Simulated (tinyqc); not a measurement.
Strain-driven roughening and islands of a mismatched epitaxial film: one step, computed by the program tinyqc.

Film and substrate share isotropic elastic constants; the film is coherent and biaxially strained.

Task: Which shape at the volume V. Shallow faceted island (Tersoff form): E = 4 Gam V^(2/3) tan^(1/3)(theta) - 6 c V tan(theta), Gam = gamma [x/sin(theta) - 1/tan(theta)], x the facet energy over gamma, c = stress^2 (1 - nu)/(2 pi G). The two energies cross at V_x^(1/3) = 4 [Gam_2 t2^(1/3) - Gam_1 t1^(1/3)]/(6 c (t2 - t1)), t = tan(theta); mu = dE/dV.

Inputs (values chosen for the exercise, for a model film):
```
quantity                                    value     unit
shear modulus G                              49.3      GPa
Poisson ratio nu                             0.29        -
surface energy gamma                        0.865    J/m^2
contact angle of the shallow shape theta_1   13.2  degrees
contact angle of the steep shape theta_2     27.3  degrees
facet energy of shape 1 over gamma          1.003        -
facet energy of shape 2 over gamma          1.056        -
island volume V                                54     nm^3
```

stress = 7.739128 GPa

Gam of shape 2 = 0.3156791 J/m^2

Gam of shape 1 = 0.1114480 J/m^2

c = 0.1372826 GPa

Constants: e = 1.602176634e-19 C.

Give: E of shape 1; E of shape 2; crossing volume V_x; jump of mu at V_x, shape 2 less shape 1.

Result:

E of shape 1 = -40.60 eV

E of shape 2 = -52.97 eV

crossing volume V_x = 32.21 nm^3

jump of mu at V_x, shape 2 less shape 1 = -77.32 MJ/m^3

At V the steep shape is lower. At V_x the chemical potential drops, so islands that have turned steep grow at the cost of the shallow ones. Caution: a critical volume below 1 nm^3 holds fewer than a hundred atoms, so a continuum barrier there has no physical meaning. Caution: the shallow-slope form overstates the relaxation of facets steeper than about 25 degrees.
